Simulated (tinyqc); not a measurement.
Classical nucleation, growth and JMAK kinetics of crystallisation from a melt or glass: one step, computed by the program tinyqc.

A spherical nucleus cap on a flat wall with a sharp interface of isotropic energy gamma; lambda = Omega^(1/3) is the jump distance.

Problem. Critical nucleus. Driving force per volume: dG = H (T_m - T)/T_m. Shape factor f = (2 + cos theta)(1 - cos theta)^2/4. W(r) = f [4 pi r^2 gamma - (4/3) pi r^3 dG]; r* = 2 gamma/dG; W* = f 16 pi gamma^3/(3 dG^2); n* = f (4/3) pi r*^3/Omega.

Inputs (values chosen for the exercise, for a model substance): melting point T_m = 1220 K; heat of melting per volume H = 1190 J/cm^3; interface energy gamma = 0.167 J/m^2; atomic volume Omega = 31.4 angstrom^3; temperature T = 888 K; contact angle theta = 90 degrees.

Nucleation: on a flat wall. Driving force: Turnbull (linear).

Constants: e = 1.602176634e-19 C; k_B = 1.380649e-23 J/K.

Give: driving force dG; shape factor f; critical radius r*; barrier W*; atoms in the nucleus n*; W*/(k_B T).

Solution.

driving force dG = 323.8 J/cm^3

shape factor f = 0.5

critical radius r* = 1.031 nm

barrier W* = 2.322 eV

atoms in the nucleus n* = 73.18

W*/(k_B T) = 30.35

The wall leaves r* unchanged and cuts the barrier to 50.0 % of the homogeneous value. W* equals n* Omega dG/2 = 2.322 eV.
